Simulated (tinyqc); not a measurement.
Ellipsoidal valleys in the axes of a wafer and a channel, step by step. Values are carried at full precision from step to step, so a last printed digit may differ when a step is redone from the rounded ones.

Valleys with axes a along [111], [1-1-1], [-11-1] and [-1-11], one whole valley each; inverse mass tensor w = 1/mt + (1/ml - 1/mt) a a. Device axes: z = nz/|nz|, x = nx/|nx|, y = z cross x; in them a = (ax, ay, az). Confinement mass mz = 1/w_zz. In the plane w_ij is replaced by u_ij = w_ij - w_iz w_jz/w_zz (i, j = x, y); density-of-states mass md = 1/sqrt(det u); conductivity mass along x mc = 1/u_xx; ballistic transport mass mx = u_yy/det u, width mass my = 1/u_yy.

Constants: hbar^2/2m0 = 3.80998211 eV angstrom^2; kB = 8.617333262e-05 eV/K.

Values chosen for the exercise (near those of the L valleys of GaAs; the results hold for these values, not for the real material):
```
symbol  value       unit  meaning
ml      1.829       m0    longitudinal mass
mt      0.075       m0    transverse mass
nz      (1, 1, 3)         surface normal (confinement)
nx      (1, -1, 0)        channel direction
t       7.1         nm    thickness of the film
T       77          K     temperature
```

## Device axes and valley axes

Give the rows x, y, z in cubic components and each valley axis in device components.

device axes:
```
    [100]    [010]    [001]
x  0.7071  -0.7071   0.0000
y  0.6396   0.6396  -0.4264
z  0.3015   0.3015   0.9045
```

valley axes:
```
               ax        ay        az
[111]     0.00000   0.49237   0.87039
[1-1-1]   0.81650   0.24618  -0.52223
[-11-1]  -0.81650   0.24618  -0.52223
[-1-11]   0.00000  -0.98473   0.17408
```

## Tensors of the valley [111]

Form w and the reduced tensor u.

w (1/m0):
```
         x        y        z
x  13.3333   0.0000   0.0000
y   0.0000  10.2336  -5.4797
z   0.0000  -5.4797   3.6465
```

u (1/m0):
```
         x       y
x  13.3333  0.0000
y   0.0000  1.9992
```

The axis is tilted against the normal, so w_xz or w_yz is not zero and the reduction changes the masses in the plane.

## Masses of all valleys

Give mz, md, mc, mx and my.

Masses (m0):
```
valley       mz      md      mc      mx      my
[111]    0.2742  0.1937  0.0750  0.0750  0.5002
[1-1-1]  0.1016  0.3183  0.5587  1.2443  0.0814
[-11-1]  0.1016  0.3183  0.5587  1.2443  0.0814
[-1-11]  0.0772  0.3650  0.0750  0.0750  1.7758
```

mz md^2 = ml mt^2 = 0.01029 for every valley, so a heavy confinement mass comes with a small density of states. The heaviest mz is 0.274, for [111].

## Subbands and shares in a film

Hard walls: E_n = c (n pi/t)^2/mz, c = hbar^2/2m0, n = 1, 2, 3. Non-degenerate share of a valley proportional to md sum_n exp(-E_n/kT); mean 1/mc = sum of share/mc. 1 nm = 10 angstrom.

Give the ladders, the shares and the mean conductivity mass.

Subbands:
```
valley   E1 (meV)  E2 (meV)  E3 (meV)  share
[111]        27.2     108.8     244.8  0.997
[1-1-1]      73.4     293.8     661.0  0.002
[-11-1]      73.4     293.8     661.0  0.002
[-1-11]      96.6     386.3     869.1  0.000
```

mean mc = 0.0752 m0

The lowest ladder ([111]) holds 100 % of the electrons in these valleys, the next starts 46 meV higher.

## Checks

- mz md^2 against ml mt^2: they agree to 1e-10 or better.
- mx my against md^2: they agree to 1e-10 or better.

Computed by tinyqc, a small Python program: `OMP_NUM_THREADS=1 python tinyqc.py 1851104 1851105 out.jsonl` (the numbers bound the seed that draws the inputs); one thread of a shared host (Intel(R) Xeon(R) Processor @ 2.30GHz), about 0.01 s for the whole set of steps.
